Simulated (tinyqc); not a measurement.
# Worked calculation: thin film between two gates, subbands and threshold shift from confinement

Numbers from tinyqc (`OMP_NUM_THREADS=1 python tinyqc.py 2350034 2350035 out.jsonl`; about 0.03 s on one thread of a shared Intel Xeon 2.30GHz). Printed values are rounded.

Undoped body with a flat potential across it, hard walls, transport along x. One isotropic valley (g = 1, mx = my = mz = me). Non-parabolicity enters the subband edges through E (1 + al E) = gamma, so E = 2 gamma/(1 + sqrt(1 + 4 al gamma)); motion within a subband is taken as parabolic with the band-edge mass. Energies are counted from the bulk band edge.

Parameters, values chosen for the exercise; masses close to those of GaN:
```
symbol  value  unit                                                meaning
T         300     K                                            temperature
me        0.2    m0                                  mass at the band edge
al       0.18  1/eV                                       non-parabolicity
t         7.7    nm                               film thickness (along z)
dl        0.2    nm  widening of the box by penetration into the insulator
```

Constants: q = 1.602176634e-19 C, kB = 1.380649e-23 J/K, hbar = 1.054571817e-34 J s, m0 = 9.1093837015e-31 kg, Vt = kB T/q, hbar^2/(2 m0) = 0.0380998212 eV nm^2. Results are converted to the units shown.

## Lowest subbands

gamma = C (pi k/(t + dl))^2/mz, C = hbar^2/(2 m0). List the 5 lowest, labelled by quantum numbers, with degeneracy g and N_k: N_k = g sqrt(mx my) m0 kB T/(pi hbar^2).

| subband | E_k (eV) | g | N_k (cm^-2) |
|---|---|---|---|
| 1 | 0.0299642 | 1 | 2.15984e12 |
| 2 | 0.117997 | 1 | 2.15984e12 |
| 3 | 0.259053 | 1 | 2.15984e12 |
| 4 | 0.446179 | 1 | 2.15984e12 |
| 5 | 0.671887 | 1 | 2.15984e12 |

## Threshold shift

Each subband has N_k = g sqrt(mx my) m0 kB T/(pi hbar^2); without degeneracy n = exp(EF/Vt) sum N_k exp(-E_k/Vt). Classical value Nc times t, Nc = sum over valleys of 2 g (m m0 kB T/(2 pi hbar^2))^1.5 with m = (mx my mz)^(1/3). Threshold shift dVT = Vt ln(classical value/sum N_k exp(-E_k/Vt)). Use the subbands listed.

shares, subband 1 to 5 (%): [96.7736, 3.2127, 0.0137, 0.0000, 0.0000]
sum N_k exp(-E_k/Vt) = 7.00307e11 cm^-2
Nc = 2.24449e18 cm^-3
classical value = 1.72825e12 cm^-2
dVT = 23.3534 mV

With all subbands dVT = 23.35 mV. The lowest edge lies at 30.0 meV; dVT is smaller than that, since sum N_k exp(-(E_k - E_1)/Vt) exceeds the classical value.
